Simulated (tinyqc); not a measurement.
## Narrowing from the saturation current

Problem. A uniform n-type emitter has J0 = (q p0 D/L)(s + tanh(W/L))/(1 + s tanh(W/L)), D = mup Vt, s = S L/D, and p0 = (ni^2/N) exp(dE_app/kB T), where dE_app = dEg + kB T ln[(N/Nc) exp(-eta)]. Find p0, dE_app and dEg.

Parameters, values chosen for the exercise; band and dielectric values close to those of silicon:
```
symbol    value        unit                                     meaning
T           300           K                                 temperature
Nc      2.84e19       cm^-3  conduction-band density of states at 300 K
N        4.8e19       cm^-3                       ionised donor density
mup         250  cm^2/(V s)                      minority-hole mobility
W           240          nm                               emitter width
S          7400        cm/s       recombination velocity at the contact
```

Constants: q = 1.602176634e-19 C, kB = 1.380649e-23 J/K, Vt = kB T/q. Results are converted to the units shown.

J0 = 108.60978 fA/cm^2
L = 1154.7621 nm
ni = 1.3144722e10 cm^-3
converged eta = 1.1089083

Answer. J0 gives p0, its ratio to ni^2/N gives dE_app, and the degeneracy term is taken off.

p0 = 36.9 cm^-3
dE_app = 60.2 meV
dEg = 75.3 meV

tinyqc, about 0.01 s, one thread, Intel Xeon 2.30GHz (shared host): `OMP_NUM_THREADS=1 python tinyqc.py 2330149 2330150 out.jsonl`
